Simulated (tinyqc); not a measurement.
Energies of the polytypes: polytypes and stacking faults of a tetrahedral semiconductor in an axial Ising model with couplings up to third neighbours. Computed by tinyqc, a small Python program. Command: `OMP_NUM_THREADS=1 python tinyqc.py 3018895 3018896 out.jsonl polytype walk`. One thread of a shared host (Intel(R) Xeon(R) Processor @ 2.30GHz), about 0.01 s of CPU time with the checks.

Each double layer has s = +1 or -1 for the sense of its stacking step; E per pair of atoms = E0 - sum_n J_n <s_i s_(i+n)>, n = 1, 2, 3. Hexagonality h = (1 - <s_i s_(i+1)>)/2.

Inputs (values chosen for the exercise, for a model crystal):
```
quantity   value      unit
J1          3.39  meV/pair
J2         -1.47  meV/pair
J3         -0.33  meV/pair
gap of 3C   2.39        eV
gap of 4H   3.26        eV
```

Method. E - E(3C) = sum_n J_n (1 - C_n), C_n = <s_i s_(i+n)>. The gap is taken linear in h between 3C (h = 0) and 4H (h = 1/2), a rough rule, with a dash beyond.

correlations of the repeat units 3C (+), 2H (+-), 4H (++--), 6H (+++---), 15R (+++--), 8H (++++----), 21R (++++---), 9R (++-):
```
        n = 1     n = 2     n = 3
3C    1.00000   1.00000   1.00000
2H   -1.00000   1.00000  -1.00000
4H    0.00000  -1.00000   0.00000
6H    0.33333  -0.33333  -1.00000
15R   0.20000  -0.60000  -0.60000
8H    0.50000   0.00000  -0.50000
21R   0.42857  -0.14286  -0.71429
9R   -0.33333  -0.33333   1.00000
```

Polytypes:
```
polytype       h  E - E(3C) (meV/pair)  gap by the linear rule (eV)
3C        0.0000                0.0000                       2.3900
2H        1.0000                6.1200                            -
4H        0.5000                0.1200                       3.2600
6H        0.3333               -0.3600                       2.9700
15R       0.4000               -0.1680                       3.0860
8H        0.2500               -0.2700                       2.8250
21R       0.2857               -0.3086                       2.8871
9R        0.6667                2.5600                            -
```

E(2H) - E(3C) = 6.12 meV/pair

E(4H) - E(3C) = 0.12 meV/pair

E(6H) - E(3C) = -0.36000 meV/pair

The lowest is 6H, 0.051 meV/pair below 21R. J1/|J2| = 2.31: for J3 = 0 and J2 < 0 the ground state is 2H below -2, 4H between -2 and 2, and 3C above 2; at 2 itself all periods with bands of two or more layers are degenerate. Four or more polytypes lie within 1.5 meV/pair, so small a spread that growth kinetics and seeds can decide.

Extremes, crossings and ranges named in words are read from the listed rows.
